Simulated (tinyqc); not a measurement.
Raising U: Hubbard chain of 6 sites, mean field against exact. Computed by the program tinyqc. 

one-body matrix (hopping and site energies) (eV):
```
         1        2        3        4        5        6
1   0.0400  -1.8200   0.0000   0.0000   0.0000   0.0000
2  -1.8200  -0.5300  -1.8200   0.0000   0.0000   0.0000
3   0.0000  -1.8200  -0.2600  -1.8200   0.0000   0.0000
4   0.0000   0.0000  -1.8200   0.1300  -1.8200   0.0000
5   0.0000   0.0000   0.0000  -1.8200  -0.5000  -1.8200
6   0.0000   0.0000   0.0000   0.0000  -1.8200   0.0100
```

electrons, up and down: 3  3

Collinear unrestricted mean field (the lowest of 40 random starts) against exact diagonalisation.

Exact and mean-field results (eV):
```
U          U/t    E exact  E mean field  mean |n_up - n_down|  double occupancy, exact  first gap in the sector
0.910    0.500  -12.59022     -12.52728                 0.000                    0.229                    1.454
1.820    1.000  -11.40605     -11.15352                 0.000                    0.205                    1.301
3.640    2.000   -9.41795      -8.51335                 0.398                    0.160                    1.058
5.460    3.000   -7.89479      -6.64835                 0.670                    0.121                    0.873
7.280    4.000   -6.75229      -5.44035                 0.802                    0.090                    0.732
10.920   6.000   -5.24152      -4.07994                 0.909                    0.052                    0.540
14.560   8.000   -4.33100      -3.35861                 0.948                    0.033                    0.422
21.840  12.000   -3.32306      -2.61893                 0.977                    0.016                    0.290
36.400  20.000   -2.45975      -2.01834                 0.992                    0.006                    0.177
```

In absolute terms mean field is worst at U/t = 4.0, 1.312 eV too high: at small U it is nearly exact, and at large U it misses only exchange-scale energies. Its local moments set in at U/t = 2.0 of those listed, a broken symmetry that the exact state of a finite cluster with equal spins does not have. Relative to the exact energy its error is 0.5 % at the smallest U, 22 % at most and 18 % at the largest. The double occupancy falls from 0.229 to 0.006.
